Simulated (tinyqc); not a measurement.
Transistor under a ferroelectric capacitor (negative capacitance), static model: two steps of the calculation.

A ferroelectric film of thickness tf lies between the gate and an inner metal at potential v, which drives an ordinary transistor. One domain, P = Q (background permittivity neglected): Vg = v + tf (2 al Q + 4 be Q^3), al = -3 sqrt(3) Ec/(4 Pr), be = 3 sqrt(3) Ec/(8 Pr^3). Gate charge Q(v) = Qi + Cp v with the channel charge Qi = Cox n Vt ln(1 + exp((v - VT)/(n Vt))). Q in uC/cm^2, E in kV/cm; 1 nm times 1 kV/cm is 1e-4 V. Domains, leakage and the switching time are left out.

Inputs (values chosen for the exercise); Pr and Ec close to those of hafnium oxide based films: temperature T = 293 K; remanent polarisation Pr = 16 uC/cm^2; coercive field Ec = 600 kV/cm; capacitance of the inner oxide Cox = 1.5 uF/cm^2; overlap capacitance per gate area Cp = 0.66 uF/cm^2; threshold of the inner transistor VT = 0.33 V; subthreshold factor of the inner transistor n = 1.06; ferroelectric thickness tf = 35 nm; gate voltage Vg = 0.12 V.

Constants: q = 1.602176634e-19 C, kB = 1.380649e-23 J/K, Vt = kB T/q. Results are converted to the units shown.

Question 1. Landau coefficients and capacitance at zero charge. al = -3 sqrt(3) Ec/(4 Pr), be = 3 sqrt(3) Ec/(8 Pr^3); C_FE(0) = 1/(2 al tf); far below threshold the gain is 1/(1 + 2 al tf Cp) near Q = 0 and the swing n Vt ln 10/gain.

Wanted: al; be; C_FE(0); gain near Q = 0; swing.

Answer 1.

al = -48.71 kV cm/uC
be = 0.09514 kV cm^5/uC^3
C_FE(0) = -2.933 uF/cm^2
gain near Q = 0 = 1.290
swing = 47.76 mV/decade

Question 2. Inner potential by Newton steps. f = v + tf (2 al Q + 4 be Q^3) - Vg, f' = 1 + C tf (2 al + 12 be Q^2) with C = Cox/(1 + exp(-(v - VT)/(n Vt))) + Cp; v(new) = v - f/f'.

v at the start = 0.12 V
al = -48.713929 kV cm/uC
be = 0.095144393 kV cm^5/uC^3

Give: Q; f; f'; v after iteration 1.

Answer 2.

Q = 0.079216 uC/cm^2
f = -0.027012 V
f' = 0.77476
v after iteration 1 = 0.15486 V

Numbers from tinyqc (`OMP_NUM_THREADS=1 python tinyqc.py 2860108 2860109 out.jsonl`; about 0.02 s on one thread of a shared Intel Xeon 2.30GHz).
